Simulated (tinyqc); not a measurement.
From results back to parameters: Lorentz oscillators and the Kramers-Kronig relations. Four cases, with inputs chosen for the exercise.

Problem. At normal incidence from vacuum the amplitude r = (1 - N)/(1 + N) with N = n + i k is written r = -sqrt(R) exp(i theta). R and the phase theta are given.

Case 1.

R = 0.668965
theta = 0.927286 rad

Case 2.

R = 0.301525
theta = 0.941428 rad

Case 3.

R = 0.350578
theta = 0.628563 rad

Case 4.

R = 0.143466
theta = 0.327261 rad

Find: n; k; eps1; eps2.

Solution. N = (1 - r)/(1 + r) = (1 + sqrt(R) exp(i theta))/(1 - sqrt(R) exp(i theta)); eps = N^2.

Case 1.

n = 0.482
k = 1.904
eps1 = -3.39
eps2 = 1.83

Case 2.

n = 1.066
k = 1.355
eps1 = -0.70
eps2 = 2.89

Case 3.

n = 1.654
k = 1.773
eps1 = -0.41
eps2 = 5.86

Case 4.

n = 2.010
k = 0.571
eps1 = 3.71
eps2 = 2.30

Computed by tinyqc, one run a case: `OMP_NUM_THREADS=1 python tinyqc.py N N+1 out.jsonl` with N = 1680495, 1680518, 1680752, 1680846; one thread of a shared Intel(R) Xeon(R) Processor @ 2.30GHz, about 0.2 s a run at most.
